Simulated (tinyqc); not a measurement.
Inside a calculation. Model: Schottky barrier with interface states (Cowley-Sze model), image lowering and contact resistance. Computed by tinyqc, a small Python program that keeps every step. Command: `OMP_NUM_THREADS=1 python tinyqc.py 3011134 3011135 out.jsonl pinning walk`. One thread of a shared host (Intel(R) Xeon(R) Processor @ 2.30GHz), about 0.01 s of CPU time with the checks. Intermediate numbers are printed to about 7 digits and carried at full precision; extremes and crossings named in words are read from the listed rows.

An n-type semiconductor under a metal. The barrier lies between the Schottky-Mott limit phi_M - chi and the Bardeen limit E_g - E_n, E_n being the neutrality level of the interface states; the space-charge term of the full Cowley-Sze expression is left out.

Inputs (values chosen for the exercise, with gap, mass and screening modelled on silicon):

| quantity | value | unit |
|---|---|---|
| gap E_g | 1.15 | eV |
| electron affinity chi | 3.97 | eV |
| metal work function phi_M | 4.26 | eV |
| neutrality level E_n above the valence band | 0.613 | eV |
| interface-state density D | 1.2e+13 | cm^-2 eV^-1 |
| dipole layer thickness delta | 0.51 | nm |
| dipole layer constant eps_i | 1 | - |
| dielectric constant eps_s | 12.1 | - |
| electron mass m_e | 0.341 | m_0 |
| valleys M_c | 6 | - |
| donor density N | 3.4e+15 | cm^-3 |
| temperature T | 300 | K |
| reverse bias V_r | 0.78 | V |

Pinning factor from: interface states.

Constants: e = 1.602176634e-19 C; eps_0 = 8.8541878128e-12 F/m; k_B = 8.617333262e-05 eV/K; m_0 = 9.1093837015e-31 kg; k_B = 1.380649e-23 J/K; h = 6.62607015e-34 J s; hbar = 1.054571817e-34 J s.

## Pinning factor and barrier

S = 1/(1 + e^2 D delta/(eps_i eps_0)); for D per eV, e^2 D is the number e x D in SI units, with 1 cm^-2 = 1e4 m^-2. phi_B = S (phi_M - chi) + (1 - S)(E_g - E_n); the hole barrier is E_g - phi_B.

pinning factor S = 0.4745134

Schottky-Mott barrier = 0.29 eV

Bardeen barrier = 0.537 eV

barrier phi_B = 0.4197952 eV

hole barrier = 0.7302048 eV

The contact is partly pinned.

## Depletion layer and image lowering under reverse bias

N_c = 2 M_c (2 pi m_e k_B T/h^2)^(3/2); xi = E_c - E_F solves N = N_c F_1/2(-xi/k_B T) (bisection; full ionisation). F_1/2(eta) = (2/sqrt(pi)) int_0^infinity sqrt(x)/(1 + exp(x - eta)) dx, by the trapezoid rule in t = sqrt(x) with step 0.02 up to t = 12 (for eta < -12 by exp(eta) - exp(2 eta)/2^(3/2)). V_bi = phi_B - xi; W = sqrt(2 eps_s eps_0 (V_bi + V_r - k_B T/e)/(e N)); field at the metal E_m = e N W/(eps_s eps_0); image lowering sqrt(e E_m/(4 pi eps_s eps_0)).

N_c = 2.998160e+19 cm^-3

xi = 0.2348531 eV

built-in voltage V_bi = 0.1849421 V

depletion width W = 607.7725 nm

field E_m = 30902.69 V/cm

image lowering = 0.01917703 eV

## Thermionic current

A* = 4 pi e m_e M_c k_B^2/h^3 (a simple valley count); J_s = A* T^2 exp(-phi/k_B T). J_0 uses phi_B; the reverse current uses phi_B less the image lowering, times 1 - exp(-V_r/k_B T).

Richardson constant A* = 245.8744 A cm^-2 K^-2

J_0 = 1.962037 A/cm^2

thermionic reverse current = 4.119715 A/cm^2

Image lowering raises the reverse current by a factor 2.10.

## Tunnelling scale and contact resistivity

E_00 = (e hbar/2) sqrt(N/(m_e eps_s eps_0)), E_0 = E_00 coth(E_00/k_B T); scaling form of the contact resistivity rho_c = (k_B/(e A* T)) exp(phi_B/E_0), which is the thermionic result when E_00 << k_B T and keeps only the leading exponential of tunnelling when E_00 >> k_B T; image lowering is left out of it.

E_00 = 5.329628e-04 eV

E_00/k_B T = 0.02061592

E_0 = 0.02585566 eV

contact resistivity rho_c = 0.01314583 ohm cm^2

With the usual bounds 0.5 and 5 on E_00/k_B T the regime is thermionic emission.

## Choosing the metal

The formulas are those given above.

Against work function:

| phi_M (eV) | Schottky-Mott (eV) | phi_B (eV) | J_0 (A/cm^2) | rho_c (ohm cm^2) |
|---|---|---|---|---|
| 3.97 | 0.00 | 0.2821863 | 4.021935e+02 | 6.417822e-05 |
| 4.13 | 0.16 | 0.3581084 | 2.133040e+01 | 1.209603e-03 |
| 4.30 | 0.33 | 0.4387757 | 9.415605e-01 | 2.739062e-02 |
| 4.46 | 0.49 | 0.5146979 | 4.993583e-02 | 5.162465e-01 |
| 4.63 | 0.66 | 0.5953652 | 2.204253e-03 | 1.169004e+01 |
| 4.79 | 0.82 | 0.6712873 | 1.169030e-04 | 2.203288e+02 |
| 4.96 | 0.99 | 0.7519546 | 5.160297e-06 | 4.989190e+03 |
| 5.12 | 1.15 | 0.8278767 | 2.736773e-07 | 9.403411e+04 |

A span of 1.15 eV in work function moves the barrier by 0.546 eV (slope S = 0.475) and rho_c by 9.2 decades. The barrier equals its Schottky-Mott value only at phi_M = chi + E_g - E_n = 4.51 eV, where the interface states are neutral.

## Doping the contact

Regimes: thermionic below E_00/k_B T = 0.5, field emission above 5.

Against doping:

| N (cm^-3) | 1e10/sqrt(N) | E_00/k_B T | rho_c (ohm cm^2) | regime |
|---|---|---|---|---|
| 1.00e+16 | 1.000000e+02 | 3.535601e-02 | 1.308729e-02 | thermionic emission |
| 1.00e+17 | 3.162278e+01 | 1.118055e-01 | 1.231821e-02 | thermionic emission |
| 1.00e+18 | 1.000000e+01 | 3.535601e-01 | 6.916999e-03 | thermionic emission |
| 3.00e+18 | 5.773503e+00 | 6.123841e-01 | 2.254431e-03 | thermionic-field emission |
| 1.00e+19 | 3.162278e+00 | 1.118055e+00 | 1.435783e-04 | thermionic-field emission |
| 3.00e+19 | 1.825742e+00 | 1.936529e+00 | 3.638009e-06 | thermionic-field emission |
| 1.00e+20 | 1.000000e+00 | 3.535601e+00 | 1.144966e-07 | thermionic-field emission |
| 3.00e+20 | 5.773503e-01 | 6.123841e+00 | 1.656276e-08 | field emission |
| 1.00e+21 | 3.162278e-01 | 1.118055e+01 | 4.992276e-09 | field emission |

Over the thermionic rows rho_c changes by a factor 1.9 only, and then it falls fast, by 6.4 decades in all; in field emission ln rho_c is linear in 1/sqrt(N). It passes below 1e-7 ohm cm^2 at N = 3e20 cm^-3 of those listed.

Checks made by the program: charge in the layer against the field (relative difference below 1e-10).
